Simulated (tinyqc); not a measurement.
Kinetic Monte Carlo and master equation for a particle on a ring of sites with traps and bias: one step, computed by the program tinyqc.

7 sites on a ring, numbered 1 to 7. The saddle between i and i+1 lies at E0 + s b_i and site i at s eps_i; a force F tilts the landscape, with the saddle half-way.

Question. Steady state. Master equation dP/dt = W P, W_(i+1,i) = k right, W_(i-1,i) = k left, columns summing to zero. The steady state is its null vector; drift v = a sum P_i (k right - k left). D = a^2 lambda''(0)/2, where lambda(q) is the leading eigenvalue of W with right hops weighted by exp(q) and left hops by exp(-q). The slowest relaxation rate is minus the real part of the next eigenvalue of W. 1 angstrom = 1e-8 cm.

Inputs (values chosen for the exercise, for a model defect): temperature T = 540 K; site spacing a = 2.4 angstrom.

Disorder: site traps.

Rates, shares of right hops and mean stays:
```
site  k right (1/s)  k left (1/s)  share right  mean stay (s)
1          10677.02       4925.66    0.6843066   6.409156e-05
2          12679.82       5849.63    0.6843066   5.396814e-05
3          25769.13      11888.16    0.6843066   2.655529e-05
4          25769.13      11888.16    0.6843066   2.655529e-05
5          25769.13      11888.16    0.6843066   2.655529e-05
6          25769.13      11888.16    0.6843066   2.655529e-05
7          11145.91       5141.98    0.6843066   6.139529e-05
```

Constants: k_B = 8.617333262e-05 eV/K.

Give: occupations P_i; drift velocity v; diffusivity D; slowest relaxation rate.

Answer.

occupations P_i: [0.2244, 0.1889, 0.0930, 0.0930, 0.0930, 0.0930, 0.2149]

drift velocity v = 2.168e-04 cm/s

diffusivity D = 7.549e-12 cm^2/s

slowest relaxation rate = 9781 1/s
